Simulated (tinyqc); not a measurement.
Current of a Schottky diode by thermionic-emission-diffusion theory, and its read-back from I-V-T and C-V data. Changing the doping N. Computed by tinyqc, a small Python program. Command: `OMP_NUM_THREADS=1 python tinyqc.py 3016685 3016686 out.jsonl schottky sweep`. One thread of a shared host (Intel(R) Xeon(R) Processor @ 2.30GHz), about 0.01 s of CPU time with the checks.

Full ionisation, no tunnelling, no recombination current. V is the voltage across the junction itself, forward positive.

Inputs (values chosen for the exercise, modelled on n-type amorphous oxide):
```
quantity                                     value           unit
Richardson constant A*                        41.1   A/(cm^2 K^2)
effective density of states at 300 K, N_c  5.2e+18         1/cm^3
permittivity eps                                10              -
mobility mu                                     10     cm^2/(V s)
barrier without image force phi_0 (mean)     0.757             eV
series resistance R_s                        0.059  milliohm cm^2
junction voltage V                            0.28              V
temperature T                                  423              K
standard deviation sigma                        82            meV
relative change of sigma^2 with bias, rho      0.6            1/V
```

Barrier: Gaussian spread of heights.

Constants: k_B = 8.617333262e-05 eV/K; e = 1.602176634e-19 C; eps_0 = 8.8541878128e-12 F/m.

Method:
- N_c(T) = N_c (T/300 K)^(3/2); V_bi = phi_0 - (k_B T/e) ln(N_c(T)/N); surface field F = sqrt(2 e N (V_bi - V - k_B T/e)/(eps eps_0)); image lowering d_phi = sqrt(e F/(4 pi eps eps_0)); effective barrier phi = phi_0 - d_phi - sigma^2 (1 - rho V)/(2 k_B T).
- Collection velocity v_R = A* T^2/(e N_c(T)); diffusion velocity v_D = mu F; J = e N_c(T) v_R/(1 + v_R/v_D) exp(-phi/k_B T) [exp(e V/k_B T) - 1].
- Terminal voltage V + J R_s.
- Ideality n = (e/k_B T)/(d ln J/dV) by a central difference of +/- 1 mV; J_0 = J exp(-e V/(n k_B T)); apparent barrier phi_IV = k_B T ln(A* T^2/J_0); a C-V plot gives phi_CV = phi_0, the mean without lowering.

One run for each value:
```
doping N (1/cm^3)  ideality factor n  image lowering (meV)  current density J (A/cm^2)  v_D (cm/s)
1.00e+15                      1.3166                 9.529                        1.92  6.3057e+04
3.20e+15                      1.2412                13.828                        4.49  1.3279e+05
1.00e+16                      1.2043                19.528                       10.23  2.6483e+05
3.20e+16                      1.1822                27.443                       23.98  5.2301e+05
1.00e+17                      1.1685                37.995                       56.71  1.0026e+06
3.30e+17                      1.1595                53.109                      145.54  1.9587e+06
1.00e+18                      1.1556                72.177                      368.93  3.6178e+06
```

Over the rows, ideality factor n falls from 1.32 to 1.16 (exponent d ln y / d ln x -0.051 between the first rows and -0.0030 between the last); image lowering (meV) rises from 9.53 to 72.2 (exponent d ln y / d ln x 0.32 between the first rows and 0.28 between the last); current density J (A/cm^2) rises from 1.92 to 369 (exponent d ln y / d ln x 0.73 between the first rows and 0.84 between the last). At the high end the exponent of image lowering is 0.28, close to 0.25: F grows as N^(1/2) and the lowering as F^(1/2). Tunnelling, left out, adds to n at the high end. Left out: 1.00e14, 3.20e14 (the bias is too near flat band).
